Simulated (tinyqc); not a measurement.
Frequency dispersion of an accumulation capacitance by border traps, distributed model: one step of the calculation.

Traps spread evenly through the insulator exchange electrons with the semiconductor by tunnelling, with tau(x) = t0 exp(2 ka x) at depth x from the interface. The admittance per area Y seen at depth x obeys dY/dx = -Y^2/(i w eps0 eox) + q Nb ln(1 + i w tau)/tau, with Y(0) = i w Cs and w = 2 pi f; the gate sees Y(tox) = G + i w C. Working variable y = Y/(i w), in uF/cm^2. Cox = eps0 eox/tox.

Task. Midpoint steps through the active depth. In terms of y: dy/dx = -y^2/(eps0 eox) + s(x), s = q Nb ln(1 + z)/z, z = i w tau. 11 midpoint steps of h = xe/11: y_half = y + (h/2) y'(x, y), y(new) = y + h y'(x + h/2, y_half).

Values chosen for this exercise; permittivity close to that of hafnium oxide: relative permittivity of the insulator eox = 19.7; semiconductor capacitance in accumulation Cs = 5.1 uF/cm^2; density of border traps Nb = 8.6e19 cm^-3 eV^-1; decay constant of the wave function in the insulator ka = 3.4 1/nm; time constant of a trap at the interface t0 = 3e-9 s; frequency f = 1e6 Hz; depth down to which the steps are taken xe = 1.3 nm.

Constants: q = 1.602176634e-19 C, eps0 = 8.8541878128e-14 F/cm where lengths are in cm. Results are converted to the units shown.

Give: x; s; y.

Result.

```
point,x (nm),s (uF/(cm^2 nm)),y (uF/cm^2)
0,0,1.378-0.013i,5.100+0.000i
1,0.1182,1.377-0.029i,5.087-0.002i
2,0.2364,1.374-0.065i,5.075-0.007i
3,0.3545,1.358-0.142i,5.062-0.018i
4,0.4727,1.288-0.292i,5.047-0.040i
5,0.5909,1.063-0.487i,5.017-0.083i
6,0.7091,0.687-0.550i,4.952-0.140i
7,0.8273,0.364-0.441i,4.849-0.189i
8,0.9455,0.175-0.290i,4.724-0.218i
9,1.064,0.081-0.172i,4.592-0.231i
10,1.182,0.037-0.096i,4.460-0.232i
11,1.300,0.017-0.052i,4.332-0.226i
```

Program tinyqc, `OMP_NUM_THREADS=1 python tinyqc.py 2202088 2202089 out.jsonl`; Intel Xeon 2.30GHz, shared host, one thread, about 0.5 s.
